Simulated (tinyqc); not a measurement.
Thin film between two gates, subbands and threshold shift from confinement: one step of the calculation.

Undoped body with a flat potential across it, hard walls, transport along x. One isotropic valley (g = 1, mx = my = mz = me). Non-parabolicity enters the subband edges through E (1 + al E) = gamma, so E = 2 gamma/(1 + sqrt(1 + 4 al gamma)); motion within a subband is taken as parabolic with the band-edge mass. Energies are counted from the bulk band edge.

Question. Threshold shift. Each subband has N_k = g sqrt(mx my) m0 kB T/(pi hbar^2); without degeneracy n = exp(EF/Vt) sum N_k exp(-E_k/Vt). Classical value Nc times t, Nc = sum over valleys of 2 g (m m0 kB T/(2 pi hbar^2))^1.5 with m = (mx my mz)^(1/3). Threshold shift dVT = Vt ln(classical value/sum N_k exp(-E_k/Vt)). Use the subbands listed.

Parameters, values chosen for the exercise; masses close to those of InAs: temperature T = 300 K; mass at the band edge me = 0.0233 m0; film thickness (along z) t = 7.4 nm.

Constants: q = 1.602176634e-19 C, kB = 1.380649e-23 J/K, hbar = 1.054571817e-34 J s, m0 = 9.1093837015e-31 kg, Vt = kB T/q. Results are converted to the units shown.

E_k, subband 1 to 4 (eV): [0.18775421, 0.49095027, 0.80977286, 1.1329919]
N_k, subband 1 to 4 (cm^-2): [2.5162122e11, 2.5162122e11, 2.5162122e11, 2.5162122e11]

Give: shares; sum N_k exp(-E_k/Vt); Nc; classical value; dVT.

Answer.

shares, subband 1 to 4 (%): [100.0, 0.0, 0.0, 0.0]
sum N_k exp(-E_k/Vt) = 1.764e8 cm^-2
Nc = 8.925e16 cm^-3
classical value = 6.604e10 cm^-2
dVT = 153.2 mV

Range of the model: Non-parabolicity also makes carriers heavier within each subband, which is left out, so densities of states are understated at high energy.

Program tinyqc, `OMP_NUM_THREADS=1 python tinyqc.py 2350031 2350032 out.jsonl`; Intel Xeon 2.30GHz, shared host, one thread, about 0.03 s.
